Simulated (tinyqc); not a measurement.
Doping density: delta-doped layer in the Thomas-Fermi potential.

All donors ionised in the plane z = 0, zero temperature, energies from the Fermi level EF of the Thomas-Fermi model, which lies at the bulk band edge; c = hbar^2/2m0, q = e^2/(4 pi eps0). Layer in a (001) plane: two valleys with m_z = ml, m_d = mt (unprimed) and four with m_z = mt, m_d = sqrt(ml mt) (primed); m3 = (ml mt^2)^(1/3), gv = 6. With n = (gv/3 pi^2)(m3 (-V)/c)^(3/2) and V'' = -(4 pi q/eps) n for z > 0, the solution is V = -b/(|z| + z0)^4 with sqrt(b) = 20/K, K = (4 pi q/eps)(gv/3 pi^2)(m3/c)^(3/2), and z0^5 = 4b/(e F0), e F0 = 2 pi q N/eps; 1e13/cm^2 = 1e-3/angstrom^2. Exchange and correlation are left out.

Subbands solve -(c/m_z) psi'' + V psi = E psi on 1280 points of spacing z0/80; up to ten levels for each group, kept if bound with an rms width below 2.5 z0.

Constants: hbar^2/2m0 = 3.80998211 eV angstrom^2; e^2/(4 pi eps0) = 14.39964547 eV angstrom.

Parameters, chosen for this exercise (near those of a delta-doped layer in Si; shifted at random, so the results belong to these values and not to a real crystal): ml = 0.909 m0 (longitudinal mass); mt = 0.194 m0 (transverse mass); eps = 11.6 (dielectric constant); Nl = (0.15, 0.3, 0.6, 1, 1.8, 3, 4.8) x 1e13/cm^2 (sheet densities).

The well, the lowest level and the filling anew; at zero temperature n_i = g m_d (mu - E_i)/(2 pi c), with mu fixed by sum n_i = N.

Results:

| N (1e13/cm^2) | z0 (angstrom) | depth (eV) | lowest (eV) | next - lowest (eV) | occupied | share of lowest (%) |
|---|---|---|---|---|---|---|
| 0.15 | 46.7 | 0.0136 | -0.0034 | 0.0020 | 2 | 36.5 |
| 0.30 | 40.6 | 0.0238 | -0.0068 | 0.0038 | 2 | 35.3 |
| 0.60 | 35.4 | 0.0414 | -0.0132 | 0.0070 | 2 | 34.1 |
| 1.0 | 31.9 | 0.0623 | -0.0214 | 0.0109 | 2 | 33.1 |
| 3.0 | 25.6 | 0.1499 | -0.0596 | 0.0276 | 3 | 30.7 |
| 4.8 | 23.3 | 0.2184 | -0.0919 | 0.0407 | 3 | 29.6 |

Give the missing row, N (1e13/cm^2) = 1.8.

Computed row:
```
N (1e13/cm^2)  z0 (angstrom)  depth (eV)  lowest (eV)  next - lowest (eV)  occupied  share of lowest (%)
1.8                     28.4      0.0996      -0.0371              0.0179         2                 31.9
```

The depth grows as N^(4/5) and z0 shrinks as N^(-1/5): factors 16.0 and 2.00 for 32 times the doping. The lowest level deepens faster, with exponent 0.95, since the zero-point energy takes a smaller share of a deeper well (75 % falling to 58 %). The number of occupied subbands is 2 in the first row and 3 in the last. Up to N = 1 the donor spacing exceeds 1.5 Bohr radii (one radius, a0 eps/m with the density-of-states mass, is 19 angstrom), where a uniform sheet is a crude picture of discrete donors (beyond about three radii electrons stay on single donors).

(tinyqc, `OMP_NUM_THREADS=1 python tinyqc.py 1250110 1250111 out.jsonl`, Intel(R) Xeon(R) Processor @ 2.30GHz, 1 thread, shared host, about 0.2 s.)
